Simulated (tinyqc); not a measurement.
Inside a calculation. Model: electron continuity equation in a given potential, Scharfetter-Gummel discretisation.

Program tinyqc, `OMP_NUM_THREADS=1 python tinyqc.py 2220068 2220069 out.jsonl`; Intel Xeon 2.30GHz, shared host, one thread, about 0.01 s. Printed values are rounded.

Steady state in one dimension: J = q mu n E + q D dn/dx with E = -dpsi/dx and D = mu Vt, dJ/dx = 0, fixed densities nL and nR at the ends. The potential is given, psi = U x/L, and is not changed by the electrons.

Values chosen for this exercise; mobility close to that of In0.53Ga0.47As at room temperature:
- T = 300 K (temperature)
- mu = 11100 cm^2/(V s) (electron mobility)
- L = 1 um (length of the region)
- nL = 5e13 cm^-3 (density at x = 0)
- nR = 0 cm^-3 (density at x = L)
- U = 1.3 V (potential difference psi(L) - psi(0))

Constants: q = 1.602176634e-19 C, kB = 1.380649e-23 J/K, Vt = kB T/q. Results are converted to the units shown.

Range of the model: The drift velocity mu E exceeds 1e7 cm/s somewhere, where real mobilities no longer stay constant.

## Potential on the mesh

11 equal intervals, h = L/11; psi = U x/L.

psi, node 0 to 11 (V): 0.00000  0.11818  0.23636  0.35455  0.47273  0.59091  0.70909  0.82727  0.94545  1.06364  1.18182  1.30000

## Bernoulli factors

d_i = (psi_(i+1) - psi_i)/Vt; B(d) = d/(exp(d) - 1), B(0) = 1. The flux on interval i is J_i = (q D/h) [n_(i+1) B(d_i) - n_i B(-d_i)].

```
interval	d_i	B(d_i)	B(-d_i)
0	4.57148	0.0477754	4.61925
1	4.57148	0.0477754	4.61925
2	4.57148	0.0477754	4.61925
3	4.57148	0.0477754	4.61925
4	4.57148	0.0477754	4.61925
5	4.57148	0.0477754	4.61925
6	4.57148	0.0477754	4.61925
7	4.57148	0.0477754	4.61925
8	4.57148	0.0477754	4.61925
9	4.57148	0.0477754	4.61925
10	4.57148	0.0477754	4.61925
```

The largest |d_i| is 4.57, above 2, where central differences lose the sign pattern that keeps densities positive.

## Tridiagonal system for the inner nodes

Row i (1 to 10): B(-d_(i-1)) n_(i-1) + b_i n_i + B(d_i) n_(i+1) = f_i with b_i = -B(-d_i) - B(d_(i-1)) and f_i = 0; the known end values are moved to the right: f_1 loses B(-d_0) nL and f_10 loses B(d_10) nR. h = L/11, D = mu Vt.

```
node	diagonal b	right side f (cm^-3)
1	-4.66703	-2.30963e14
2	-4.66703	0
3	-4.66703	0
4	-4.66703	0
5	-4.66703	0
6	-4.66703	0
7	-4.66703	0
8	-4.66703	0
9	-4.66703	0
10	-4.66703	0
```

## Densities and current

B(d_i) and B(-d_i) are the Bernoulli factors of the potential steps, b and f the diagonal and right side. Solve B(-d_(i-1)) n_(i-1) + b_i n_i + B(d_i) n_(i+1) = f_i (end values already in f), then J_i = (q D/h) [n_(i+1) B(d_i) - n_i B(-d_i)], h = L/11, D = mu Vt.

n, node 0 to 11 (cm^-3): 5e13  5e13  5e13  5e13  5e13  5e13  5.00000e13  5.00000e13  4.99999e13  4.99947e13  4.94829e13  0
J, interval 0 to 10 (A/cm^2): -1155.97  -1155.97  -1155.97  -1155.97  -1155.97  -1155.97  -1155.97  -1155.97  -1155.97  -1155.97  -1155.97

Without sources J is the same on every interval. A mesh 200 times finer gives the same densities: for a potential that is linear on each interval and no sources the scheme is exact.
